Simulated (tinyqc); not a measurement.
Resistance of a source-drain extension with a graded tip: effect of the active doping of the extension far from the gate.

y runs along the channel, the gate covers y > 0. The doping is N0 for y < y0 and N0 10^(-(y - y0)/la) beyond, uniform over the depth xj. Sheet conductance s(y) = q mu(N) max(N - Nch, 0) xj + (for y > 0) ma Cox Vo, with mu(N) = u0 + (u1 - u0)/(1 + (N/Nr)^au) and Cox = eps0 eox/tox. Current is taken as one-dimensional; depletion of the tip, spreading and the contact are left out. The metallurgical junction lies at yj, where N = Nch.

R_spacer = integral of dy/s from -Ls to 0, R_ov from 0 to yj, R_channel = (Lg - 2 yj)/(ma Cox Vo), R_total = 2 R_spacer + 2 R_ov + R_channel. Electrical length L_eff = ma Cox dR_total/d(1/Vo); R_series = R_total - L_eff/(ma Cox Vo).

Inputs (values chosen for the exercise); mobility law close to that of electrons in silicon: relative permittivity of the gate insulator (close to zirconium oxide) eox = 24.9; insulator thickness tox = 4.2 nm; lateral abruptness la = 4.3 nm/decade; position under the gate where the fall begins (gate edge at 0) y0 = 2.8 nm; depth of the extension xj = 22 nm; channel doping Nch = 1.9e18 cm^-3; spacer length Ls = 7 nm; gate overdrive Vo = 0.43 V; mobility of the gate-induced layer ma = 90 cm^2/(V s); mobility at low doping u1 = 1414 cm^2/(V s); mobility at high doping u0 = 68.5 cm^2/(V s); reference doping Nr = 9.2e16 cm^-3; exponent au = 0.711; gate length Lg = 30 nm.

Constants: q = 1.602176634e-19 C, eps0 = 8.8541878128e-14 F/cm where lengths are in cm. Results are converted to the units shown.

Effect of the active doping of the extension far from the gate:

| N0 (cm^-3) | yj (nm) | R_spacer (ohm um) | R_ov (ohm um) | R_channel (ohm um) | R_total (ohm um) | L_eff (nm) | R_series (ohm um) |
|---|---|---|---|---|---|---|---|
| 2e19 | 7.196 | 11.29 | 15.08 | 76.83 | 129.6 | 18.89 | 36.58 |
| 3.1e19 | 8.014 | 7.614 | 15.03 | 68.78 | 114.1 | 17.17 | 29.54 |
| 4.7e19 | 8.791 | 5.225 | 14.95 | 61.12 | 101.5 | 15.57 | 24.83 |
| 7.2e19 | 9.588 | 3.533 | 14.85 | 53.28 | 90.05 | 13.95 | 21.39 |
| 1.1e20 | 10.38 | 2.381 | 14.76 | 45.49 | 79.78 | 12.35 | 18.99 |
| 1.7e20 | 11.19 | 1.578 | 14.69 | 37.49 | 70.03 | 10.72 | 17.28 |
| 2.6e20 | 11.99 | 1.051 | 14.64 | 29.68 | 61.05 | 9.125 | 16.13 |
| 4e20 | 12.79 | 0.6931 | 14.60 | 21.76 | 52.34 | 7.514 | 15.35 |

As N0 goes from 2e19 to 4e20, R_total falls from 130 to 52.3 ohm um, L_eff falls from 18.9 to 7.51 nm and R_series falls from 36.6 to 15.3 ohm um.

Numbers from tinyqc (`OMP_NUM_THREADS=1 python tinyqc.py 2282248 2282249 out.jsonl`; about 0.03 s on one thread of a shared Intel Xeon 2.30GHz).
